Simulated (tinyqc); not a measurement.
On-chip interconnect, size-dependent resistivity and RC delay: one step of the calculation.

A rectangular line between two neighbours and two ground planes. Surface and grain-boundary scattering are added to the bulk resistivity as corrections; capacitances are parallel-plate values without fringing; inductance is ignored.

Task. Ladder and Elmore delays. 6 equal pi sections: series Rs = r Lw/6; node capacitances c Lw/6, halved at nodes 0 and 6, with Cl added to node 6; Rd feeds node 0. Elmore delay of node k: the sum, over the resistors on the path to k, of resistance times all capacitance downstream of it.

Values chosen for this exercise; metal values close to those of aluminium:
```
symbol,value,unit,meaning
Lw,42,um,line length
Rd,5200,ohm,driver resistance
Cl,0.28,fF,load capacitance
```

r = 2701.6936 ohm/um
c = 0.025613900 fF/um

Wanted: Rs; C; Elmore delay.

Result.

Rs = 18912 ohm

```
node    C (fF)  Elmore delay (ps)
0     0.089649             7.0501
1      0.17930             30.995
2      0.17930             51.549
3      0.17930             68.712
4      0.17930             82.485
5      0.17930             92.866
6      0.36965             99.857
```

The far-end value equals Rd (c Lw + Cl) + r Lw (c Lw/2 + Cl) for any number of pi sections; the line resistance contributes 92.9 % of it.

Range of the model: The metal width is under the mean free path, where the thick-limit surface term and the simple sum of corrections lose accuracy.

tinyqc, about 0.01 s, one thread, Intel Xeon 2.30GHz (shared host): `OMP_NUM_THREADS=1 python tinyqc.py 2100114 2100115 out.jsonl`
